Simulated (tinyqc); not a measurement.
Comparisons within one model: defect, radiative and Auger recombination at equal electron and hole densities (ABC model). A value that a table varies takes the place of the one given here.

J/(e d) = Ae n + B n^2 + C n^3 with Ae = A + 4 S/w (four side walls, carriers spread evenly), e = 1.602176634e-19 C, lengths in cm; internal efficiency IQE = B n^2/(Ae n + B n^2 + C n^3); all injected carriers recombine in the layer.

Inputs chosen for the exercise (orders of magnitude like those quoted for GaN; not measured data):
- A = 2500000 1/s (defect rate)
- B = 1.9e-12 cm^3/s (radiative coefficient)
- C = 1.2e-31 cm^6/s (Auger coefficient)
- S = 0 cm/s (recombination velocity of the side walls)
- w = 99 micrometre (side of the square mesa)
- d = 3.3 nm (active thickness)
- S2 = 2500 cm/s (recombination velocity of the side walls in this comparison)
- J = 110 A/cm^2 (current density)

## Efficiency against current

The slope is d ln(B n^2)/d ln J = 2 (Ae + B n + C n^2)/(Ae + 2 B n + 3 C n^2).

Results:
```
J (A/cm^2)  n (1/cm^3)     IQE  slope  differential lifetime (ns)
0.0030        2.23e+16  0.0167  1.967                         387
0.010         7.17e+16  0.0517  1.901                         360
0.050         3.06e+17   0.188  1.673                         271
0.20          8.85e+17   0.393  1.392                         163
0.80          2.13e+18   0.571  1.160                        81.7
3.0           4.35e+18   0.634  1.009                        38.7
10            7.75e+18   0.603  0.912                        18.7
50            1.55e+19   0.484  0.822                        6.75
2.0e+02       2.69e+19   0.364  0.769                        2.74
8.0e+02       4.53e+19   0.257  0.733                        1.10
```

IQE peaks at 0.634 for J = 3.3 A/cm^2, where the slope passes 1. It is 0.0167 at the lowest current and 0.257 at the highest, a droop of 59 %. The slope runs from 1.97 to 0.73; its limits are 2 (defects alone), 1 (radiation alone) and 2/3 (Auger alone).

## Shrinking the mesa

S = S2; w takes the values listed.

Results:
```
w (micrometre)  Ae (1/s)  IQE_max  J at the peak (A/cm^2)  IQE at J
200             3.00e+06    0.613                    4.10     0.414
100             3.50e+06    0.594                    4.93     0.412
50              4.50e+06    0.564                    6.68     0.409
20              7.50e+06    0.500                    12.5     0.399
10              1.25e+07    0.437                    24.0     0.383
5               2.25e+07    0.366                    51.4     0.352
2               5.25e+07    0.275                     160     0.271
1               1.02e+08    0.213                     403     0.173
```

The walls equal the bulk defect rate at w = 4 S/A = 40 micrometre. From 200 to 1 micrometre the peak efficiency falls from 0.613 to 0.213 and moves to a current 98.2 times higher; at the fixed J the efficiency goes from 0.414 to 0.173. For large w diffusion to the walls, left out here, would limit the loss.

## Spreading the carriers over a thicker layer

d is multiplied by the factor listed, at the same J.

Results:
```
factor  n (1/cm^3)   defect  radiative  Auger
0.10      5.08e+19  0.00611      0.236  0.758
0.20      3.94e+19  0.00947      0.284  0.707
0.50      2.79e+19   0.0168      0.356  0.627
1.0       2.13e+19   0.0256      0.415  0.559
2.0       1.61e+19   0.0388      0.476  0.485
5.0       1.10e+19   0.0660      0.551  0.383
10        8.09e+18   0.0972      0.598  0.305
20        5.86e+18    0.141      0.627  0.232
```

The best factor listed is 20 (IQE 0.6271); the optimum factor equals J/J_peak = 33.3, a layer of 110 nm, since only J/d matters and the peak value 0.634 does not depend on d. A thicker layer trades Auger loss (0.758 to 0.232) for defect loss (0.00611 to 0.141).

## What moves the efficiency

IQE_max = Q/(Q + 2) with Q = B/sqrt(Ae C), reached at n = sqrt(Ae/C). Each row changes one parameter from the base and keeps the others.

Results:
```
case                 n (1/cm^3)     IQE  IQE_max  J at the peak (A/cm^2)
base                  2.132e+19  0.4152   0.6343                    3.30
A = 5000000 1/s       2.111e+19  0.4069   0.5509                    7.60
B = 2.85e-12 cm^3/s   1.973e+19  0.5333   0.7224                    4.35
C = 2.4e-31 cm^6/s    1.807e+19  0.2981   0.5509                    1.90
d = 6.6 nm            1.614e+19  0.4760   0.6343                    6.60
J = 330 A/cm^2        3.257e+19  0.3229   0.6343                    3.30
```

The largest shifts from the base row, up to three for each result and ties (the steps differ in size, so this ranks the rows, not the parameters). n (1/cm^3): J +1.12e+19, d -5.18e+18, C -3.26e+18. IQE: B +0.118, C -0.117, J -0.0923. IQE_max: B +0.0881, A -0.0834, C -0.0834; unchanged at the printed digits by d and J. J at the peak (A/cm^2): A +4.30, d +3.30, C -1.40; unchanged at the printed digits by J.

tinyqc: `OMP_NUM_THREADS=1 python tinyqc.py 1681876 1681877 out.jsonl`; about 0.01 s, one thread, shared Intel(R) Xeon(R) Processor @ 2.30GHz.
